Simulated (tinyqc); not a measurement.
# Small-signal admittance of a forward-biased p+-n diode: what changes with what

Holes injected into a neutral base of width wb with an ohmic contact at its end; low injection, p0 far above the equilibrium density. A small voltage v exp(i w t), w = 2 pi f, modulates the edge density by p0 v/Vt, and the small-signal density obeys Dp d2p/dx2 = (1/tau + i w) p.

Parameters, values chosen for the exercise; permittivity close to that of silicon:
- T = 300 K (temperature)
- eps_r = 11.7 (relative permittivity)
- Nd = 4.2e16 cm^-3 (donor density of the base)
- Dp = 9 cm^2/s (hole diffusion coefficient)
- tau = 6e-8 s (hole lifetime)
- wb = 2.9 um (width of the neutral base)
- p0 = 8e14 cm^-3 (excess hole density at the junction edge)
- Na = 3e19 cm^-3 (acceptor density of the p+ side)
- Rs = 0.0044 ohm cm^2 (series resistance)
- f = 2e6 Hz (signal frequency)

Constants: q = 1.602176634e-19 C, kB = 1.380649e-23 J/K, Vt = kB T/q, eps0 = 8.8541878128e-14 F/cm where lengths are in cm. Results are converted to the units shown.

Each table varies one quantity; the others keep the values above.

## Admittance against frequency

L = sqrt(Dp tau); direct current J = (q Dp p0/L) coth(wb/L); k = sqrt(1 + i w tau)/L; diffusion admittance Y = (q Dp p0/Vt) k coth(k wb) = G + i w C_diff; junction capacitance C_j = sqrt(q eps0 eps_r Nd/(2 Vr)) in the depletion approximation, with the remaining barrier Vr = Vt ln(Na/p0), a rough value under forward bias; base-width modulation is left out. Measured admittance 1/[Rs + 1/(Y + i w C_j)].

The same in every row: C_j (uF/cm^2) = 0.11314.

Admittance against frequency:
```
f (Hz),w tau,G (S/cm^2),C_diff (uF/cm^2),measured G (S/cm^2),measured C (uF/cm^2),phase of the measured Y (degrees)
1e5,0.037699,161.78,0.46954,94.505,0.19885,0.075747
5e5,0.18850,161.78,0.46954,94.509,0.19884,0.37870
2e6,0.75398,161.82,0.46950,94.568,0.19872,1.5126
8e6,3.0159,162.50,0.46891,95.493,0.19679,5.9139
3e7,11.310,171.64,0.46092,106.66,0.17356,17.052
1e8,37.699,247.87,0.39569,152.44,0.080136,18.278
6e8,226.19,647.30,0.17081,203.63,0.0076758,8.0879
2e9,753.98,1179.8,0.093760,218.96,0.0012228,4.0143
1e10,3769.9,2636.7,0.041953,225.84,7.7652e-5,1.2376
```

Read the table: what changes, and by how much?

G starts at J/Vt = 162 S/cm^2 and C_diff at (J tau/(2 Vt))(1 - 2 x/sinh 2x) = 0.470 uF/cm^2, x = wb/L = 0.395. Between the last two rows G goes as f^(0.50) and C_diff as f^(-0.50); the limits are 1/2 and -1/2, reached when the signal penetrates only sqrt(Dp/w). The measured C is 66 % below C_diff + C_j in the first row and 100 % below it in the last, the difference being due to Rs.

## Effect of the hole lifetime

Same model as above.

The same in every row: C_j (uF/cm^2) = 0.1131.

Effect of the hole lifetime:
```
tau (s),w tau,G (S/cm^2),C_diff (uF/cm^2),measured G (S/cm^2),measured C (uF/cm^2),phase of the measured Y (degrees)
6e-10,0.007540,607.7,0.1812,165.4,0.02181,0.09493
3e-9,0.03770,288.0,0.3425,127.0,0.08863,0.5023
1e-8,0.1257,199.1,0.4266,106.2,0.1533,1.040
6e-8,0.7540,161.8,0.4695,94.57,0.1987,1.513
3e-7,3.770,155.5,0.4772,92.38,0.2081,1.621
1e-6,12.57,154.4,0.4786,91.99,0.2098,1.641
6e-6,75.40,154.0,0.4791,91.85,0.2104,1.649
```

Read the table: what changes, and by how much?

As tau goes from 6e-10 to 6e-6, G falls from 608 to 154 S/cm^2, C_diff rises from 0.181 to 0.479 uF/cm^2 and the measured C rises from 0.0218 to 0.210 uF/cm^2. C_diff exceeds C_j in every row.

Numbers from tinyqc (`OMP_NUM_THREADS=1 python tinyqc.py 2890103 2890104 out.jsonl`; about 0.01 s on one thread of a shared Intel Xeon 2.30GHz).
